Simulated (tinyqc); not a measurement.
What moves the results: band edges of strained Si(1-x)Ge(x) on relaxed Si(1-y)Ge(y). A value that a table varies takes the place of the one given here.

Values are linear in the Ge fraction but for ED(x) = linear - CD x (1 - x) and a(x) = linear - Ca x (1 - x). Energies are on the common scale of Ev.

Coherent growth on a (110) face: e_par = (a(y) - a(x))/a(x), e_perp = -(C11 + 3 C12 - 2 C44)/(C11 + C12 + 2 C44) e_par; exx = eyy = (e_par + e_perp)/2, ezz = e_par, exy = (e_perp - e_par)/2, eyz = ezx = 0.

A valley with unit axis u lies at Ev + gap + (av + a_valley) tr(e) + Xu (u.e.u - tr(e)/3); the Delta axes are x, y, z and the L axes [111], [1-1-1], [-11-1], [-1-11]. The second-order shift of the Delta valleys under shear is left out; it lowers the pair normal to the sheared plane by tens of meV at a shear of 1 %.

Valence edges: Ev plus the levels of the 6 x 6 matrix of X, Y, Z times spin with -Dso/3 + l exx + m (eyy + ezz) on the diagonal (cyclic), n exy off it, l = av + 2 b, m = av - b, n = sqrt(3) d. Spin-orbit term (Dso/3) L.sigma on X, Y, Z with (L_k)_ij = -i epsilon_kij: <X+|H|Y+> = -i Dso/3, <X+|H|Z-> = Dso/3, <Y+|H|Z-> = -i Dso/3, <Z+|H|X-> = -Dso/3, <Z+|H|Y-> = i Dso/3, <X-|H|Y-> = i Dso/3, and their conjugates; + and - are the spin along z.

Coherent growth: e_par = (a(y) - a(x))/a(x). (001): e_perp = -2 (C12/C11) e_par; exx = eyy = e_par, ezz = e_perp, no shear. (111): e_perp = -(2 C11 + 4 C12 - 4 C44)/(C11 + 2 C12 + 4 C44) e_par; exx = eyy = ezz = (2 e_par + e_perp)/3 and exy = eyz = ezx = (e_perp - e_par)/3. (110): e_perp = -(C11 + 3 C12 - 2 C44)/(C11 + C12 + 2 C44) e_par; exx = eyy = (e_par + e_perp)/2, ezz = e_par, exy = (e_perp - e_par)/2, eyz = ezx = 0.

Values chosen for the exercise (end members near Si and Ge, in this order; not measured data): a = (5.426, 5.66) angstrom (lattice constant); Dso = (0.043, 0.292) eV (spin-orbit splitting); av = (2.43, 1.23) eV (valence hydrostatic potential); b = (-2.08, -2.55) eV (tetragonal shear potential); d = (-4.81, -5.28) eV (trigonal shear potential); C11 = (167.3, 128.9) GPa; C12 = (64, 48) GPa; C44 = (80.1, 66.6) GPa; Ev = (0, 0.72) eV (top of the unstrained valence band); ED = (1.171, 0.934) eV (gap to the Delta valleys); EL = (2.022, 0.734) eV (gap to the L valleys); aD = (1.79, 1.36) eV (hydrostatic potential of the Delta gap); aL = (-2.88, -2.72) eV (hydrostatic potential of the L gap); XuD = (9.36, 9.37) eV (uniaxial potential, Delta); XuL = (15.81, 15.59) eV (uniaxial potential, L); CD = 0.182 eV (bowing of the Delta gap); Ca = 0 angstrom (bowing of the lattice constant); face = 110 (growth face); y = 0.85 (Ge fraction of the relaxed buffer); x = 1 (Ge fraction of the layer).

## Composition of the layer

The buffer is kept. dEc = Ec(buffer) - Ec(layer), dEv = Ev(layer) - Ev(buffer); buffer edges Ev(y) and Ev(y) + min(ED, EL). The digit behind Delta or L counts whole valleys.

Results:

| x | e_par (%) | lowest valleys | gap (eV) | next valleys above (meV) | valence splitting (meV) | dEc (eV) | dEv (eV) |
|---|---|---|---|---|---|---|---|
| 0.30 | 2.34 | Delta4 | 0.907 | 164 | 250 | 0.185 | -0.164 |
| 0.40 | 1.91 | Delta4 | 0.912 | 133 | 199 | 0.160 | -0.145 |
| 0.50 | 1.48 | Delta4 | 0.919 | 103 | 149 | 0.130 | -0.122 |
| 0.60 | 1.05 | Delta4 | 0.927 | 73 | 102 | 0.094 | -0.094 |
| 0.70 | 0.63 | Delta4 | 0.935 | 43 | 58 | 0.053 | -0.061 |
| 0.80 | 0.21 | Delta4 | 0.943 | 14 | 18 | 0.006 | -0.022 |
| 0.90 | -0.21 | L2 | 0.847 | 31 | 17 | 0.040 | 0.040 |
| 1.00 | -0.62 | L2 | 0.687 | 93 | 48 | 0.118 | 0.123 |

How do the results move?

The gap is 0.907 eV in the first row and 0.687 eV in the last, with its largest listed value, 0.943 eV, at x = 0.80. The lowest valleys change: Delta4 to L2 between x = 0.80 and 0.90. Per 0.1 of x the valence offset moves by +41 meV on average; the conduction offset lies between +6 and +185 meV, not monotonically. Both carriers sit on one side for x = 0.90 and 1.00, and on opposite sides elsewhere. Offsets below about 30 meV are within the spread of parameter sets, so those rows do not settle the type. Strains above 2 % can be kept only in layers of a few nanometres.

## Composition of the buffer

The layer is kept. dEc = Ec(buffer) - Ec(layer), dEv = Ev(layer) - Ev(buffer); buffer edges Ev(y) and Ev(y) + min(ED, EL). The digit behind Delta or L counts whole valleys.

Results:

| y | e_par (%) | lowest valleys | gap (eV) | next valleys above (meV) | valence splitting (meV) | dEc (eV) | dEv (eV) |
|---|---|---|---|---|---|---|---|
| 0.45 | -2.27 | L2 | 0.561 | 125 | 125 | 0.008 | 0.450 |
| 0.53 | -1.94 | L2 | 0.586 | 136 | 114 | 0.029 | 0.385 |
| 0.61 | -1.61 | L2 | 0.611 | 147 | 102 | 0.053 | 0.319 |
| 0.69 | -1.28 | L2 | 0.637 | 158 | 87 | 0.078 | 0.254 |
| 0.76 | -0.99 | L2 | 0.659 | 150 | 71 | 0.103 | 0.196 |
| 0.84 | -0.66 | L2 | 0.684 | 100 | 51 | 0.125 | 0.131 |
| 0.92 | -0.33 | L2 | 0.709 | 50 | 27 | 0.063 | 0.065 |

What can be read from the table?

The gap is 0.561 eV in the first row and 0.709 eV in the last. The lowest valleys are L2 throughout. Per 0.1 of y the valence offset moves by -82 meV on average; the conduction offset lies between +8 and +125 meV, not monotonically. Both carriers sit on one side in every row. Offsets below about 30 meV are within the spread of parameter sets, so those rows do not settle the type. Strains above 2 % can be kept only in layers of a few nanometres.

## The same layer on three faces

dEc = Ec(buffer) - Ec(layer), dEv = Ev(layer) - Ev(buffer); buffer edges Ev(y) and Ev(y) + min(ED, EL). The digit behind Delta or L counts whole valleys.

Results:

| face | e_par (%) | lowest valleys | gap (eV) | next valleys above (meV) | valence splitting (meV) | dEc (eV) | dEv (eV) | Delta spread (meV) | L spread (meV) |
|---|---|---|---|---|---|---|---|---|---|
| (001) | -0.62 | L4 | 0.728 | 134 | 50 | 0.074 | 0.126 | 101 | 0 |
| (111) | -0.62 | L3 | 0.706 | 118 | 47 | 0.100 | 0.122 | 0 | 118 |
| (110) | -0.62 | L2 | 0.687 | 93 | 48 | 0.118 | 0.123 | 42 | 93 |

What can be read from the table?

On (001) only the Delta valleys split (101 meV), on (111) only the L valleys (118 meV), on (110) both (42 and 93 meV). The lowest valleys are L4 on (001), L3 on (111) and L2 on (110); the smallest gap is 0.687 eV on (110) and the largest 0.728 eV on (001).

## What each parameter does

dEc = Ec(buffer) - Ec(layer), dEv = Ev(layer) - Ev(buffer); buffer edges Ev(y) and Ev(y) + min(ED, EL). Each row changes one parameter from the base and keeps the others.

Results:

| case | gap (eV) | valence splitting (meV) | dEc (eV) | dEv (eV) |
|---|---|---|---|---|
| base | 0.6870 | 47.7 | 0.1176 | 0.1226 |
| x = 0.97 | 0.7349 | 38.9 | 0.0945 | 0.0978 |
| y = 0.88 | 0.6964 | 39.0 | 0.0941 | 0.0981 |
| CD = 0.232 eV | 0.6870 | 47.7 | 0.1176 | 0.1226 |
| aD = (2.058, 1.564) eV | 0.6870 | 47.7 | 0.1176 | 0.1226 |
| Ev = (0, 0.828) eV | 0.6870 | 47.7 | 0.1014 | 0.1388 |
| Dso = (0.049, 0.336) eV | 0.6870 | 48.4 | 0.1176 | 0.1226 |
| av = (2.794, 1.414) eV | 0.6870 | 47.7 | 0.1194 | 0.1208 |
| d = (-5.531, -6.072) eV | 0.6836 | 53.2 | 0.1176 | 0.1260 |

What can be read from the table?

The largest shifts from the base row, up to three for each result and ties (the steps differ in size, so this ranks the rows, not the parameters). gap (eV): x +0.0480, y +0.0094, d -0.0034; unchanged at the printed digits by CD, aD, Ev, Dso and av. valence splitting (meV): x -8.8, y -8.7, d +5.4; unchanged at the printed digits by CD, aD, Ev and av. dEc (eV): y -0.0235, x -0.0232, Ev -0.0162; unchanged at the printed digits by CD, aD, Dso and d. dEv (eV): x -0.0248, y -0.0245, Ev +0.0162; unchanged at the printed digits by CD, aD and Dso. The lowest valleys of the layer are L2, so among the conduction-band potentials only those of that family reach the gap and dEc; the buffer is unstrained. A shift large enough to swap the lowest family would change that.

Computed by tinyqc, a small Python program: `OMP_NUM_THREADS=1 python tinyqc.py 1050969 1050970 out.jsonl` (the numbers bound the seed that draws the inputs); one thread of a shared host (Intel(R) Xeon(R) Processor @ 2.30GHz), about 0.02 s for the whole set of steps.
